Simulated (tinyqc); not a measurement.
## Lifetime from the low-frequency admittance

Problem. At low frequency a p+-n diode with a base of width wb has C_diff/G = (tau/2)(1 - 2 x/sinh 2x), x = wb/sqrt(Dp tau). Find tau, x and the limit of C_diff/G for infinite lifetime, wb^2/(3 Dp).

Inputs (values chosen for the exercise):
- Dp = 11 cm^2/s (hole diffusion coefficient)
- wb = 56 um (width of the neutral base)

G = 16.066129 S/cm^2
C_diff = 6.1780002 uF/cm^2

Answer. The ratio rises steadily with tau from tau/2 (long base) towards wb^2/(3 Dp) (short base), so one lifetime matches as long as the ratio is below that limit.

tau = 1.00e-6 s
x = 1.69
limit of C_diff/G = 9.50e-7 s

Program tinyqc, `OMP_NUM_THREADS=1 python tinyqc.py 2890159 2890160 out.jsonl`; Intel Xeon 2.30GHz, shared host, one thread, about 0.01 s.
